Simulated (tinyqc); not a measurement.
What each parameter does: Shockley state of an s-p chain by decimation.

Each site has s at -d/2 and p at +d/2: H0 = diag(-d/2, d/2). The block to the next site on the right is H1 = [[-ts, u], [-u, tp]] (rows s, p of site n; columns s, p of site n + 1). Bulk: H(k) = [[-d/2 - 2 ts cos k, 2i u sin k], [-2i u sin k, d/2 + 2 tp cos k]]. The bands are inverted at k = pi if d < 2 (ts + tp).

Decimation (Sancho-Rubio) at z = E + i eta: start with es = e = H0, A = H1, B = H1^T. Each round forms g = (z - e)^-1 and sets es += A g B, e += A g B + B g A, A = A g A, B = B g B, doubling the length covered. Stop when all |A| < 1e-10. Surface G = (z - es)^-1, bulk G = (z - e)^-1; densities -Im tr G/pi.

Values chosen for the exercise:
```
symbol  value  unit  meaning
d       1.23   eV    Ep - Es
ts      0.82   eV    s-s hopping
tp      1.02   eV    p-p hopping
u       0.78   eV    s-p hopping
E       0.49   eV    energy
eta     0.05   eV    broadening
```

Gap edges from 201 k points between 0 and pi, and the surface density at E by decimation.

One parameter was then changed.

Results before and after:
```
case     top of lower band (eV)  bottom of upper band (eV)  surface density (1/eV)
base                    -1.4231                     1.0250                  0.0543
changed                 -1.4086                     1.1890                  0.0584
```

Which of these changes was made? (a) eta = 0.1 eV; (b) u = 0.858 eV; (c) ts = 0.902 eV; (d) d = 1.353 eV; (e) tp = 1.122 eV.

Answer: (c) ts = 0.902 eV. Of the candidates, run in turn, only this one gives the changed row.

All candidates:
```
case           top of lower band (eV)  bottom of upper band (eV)  surface density (1/eV)
base                          -1.4231                     1.0250                  0.0543
d = 1.353 eV                  -1.3635                     0.9635                  0.0526
ts = 0.902 eV                 -1.4086                     1.1890                  0.0584
tp = 1.122 eV                 -1.5450                     1.0250                  0.0500
u = 0.858 eV                  -1.4250                     1.0250                  0.0534
eta = 0.1 eV                  -1.4231                     1.0250                  0.1063
```

The base chain is inverted, so a surface state lies in the gap; E lies in the gap.

tinyqc: `OMP_NUM_THREADS=1 python tinyqc.py 1482074 1482075 out.jsonl`; about 0.2 s, one thread, shared Intel(R) Xeon(R) Processor @ 2.30GHz.
